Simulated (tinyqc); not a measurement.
Inside a calculation. Model: bandgap voltage reference from two bipolar transistors.

Numbers from tinyqc (`OMP_NUM_THREADS=1 python tinyqc.py 2062207 2062208 out.jsonl`; about 0.03 s on one thread of a shared Intel Xeon 2.30GHz). Printed values are rounded.

Two transistors of area 1 and N carry the same current I. Is(T) = Is (T/T0)^eta exp[(Vg0 q/kB)(1/T0 - 1/T)], VBE1 = Vt ln(I/Is(T)) + I rb, VBE2 = Vt ln(I/(N Is(T))) + I rb/N. The amplifier forces I R1(T) = VBE1 - VBE2 + Vos, with R(T) = R (1 + tc (T - T0)) for both resistors, and the output is Vref = VBE1 + I R2(T). Base currents and the Early effect are neglected.

Parameters, values chosen for the exercise; values of the order met in silicon bipolar transistors:
```
symbol    value   unit                                                   meaning
T0          300      K                                     reference temperature
Vg0       1.167      V                      band-gap voltage extrapolated to 0 K
eta         3.4                   temperature exponent of the saturation current
Is      1.2e-16      A           saturation current of the unit transistor at T0
N            15                              area ratio of the second transistor
R1           35   kohm  resistor across which the difference of VBE falls, at T0
tc            0  ppm/K                 temperature coefficient of both resistors
Vos           0     mV                                   offset of the amplifier
rb            0    ohm                  series resistance of the unit transistor
R2        319.6   kohm                                     output resistor at T0
T           398      K                                               temperature
```

Constants: q = 1.602176634e-19 C, kB = 1.380649e-23 J/K. Results are converted to the units shown.

## Operating point at the reference temperature

Vt = kB T/q; I = (Vt ln N + Vos)/(R1(T) - rb (1 - 1/N)). Evaluate at T = T0.

Vt = 0.0258520 V
I = 2.00024 uA
Is(T) = 1.2e-16 A
VBE1 = 0.608473 V
I R2 = 0.639278 V
Vref = 1.24775 V

## Operating point at another temperature

Vt = kB T/q; I = (Vt ln N + Vos)/(R1(T) - rb (1 - 1/N)).

Vt = 0.0342970 V
I = 2.65366 uA
Is(T) = 2.10799e-11 A
VBE1 = 0.402754 V
I R2 = 0.848108 V
Vref = 1.25086 V

From T0 to T, VBE1 changes by -206 mV and I R2 by 209 mV, which leaves 3.11 mV in Vref.

## Resistor for zero slope at T0, ideal case

With tc = 0, Vos = 0 and rb = 0 the current is proportional to T, dVBE/dT = (VBE - Vg0 - (eta - 1) Vt)/T, and Vref has zero slope at T0 when Vref = Vg0 + (eta - 1) Vt0. Find VBE1, its slope, that Vref, R2/R1 and the curvature d2Vref/dT2 = -(eta - 1) kB/(q T0).

VBE1 = 0.608473 V
dVBE/dT = -2.06857 mV/K
Vref = 1.22904 V
R2/R1 = 8.86423
curvature = -0.689387 uV/K^2
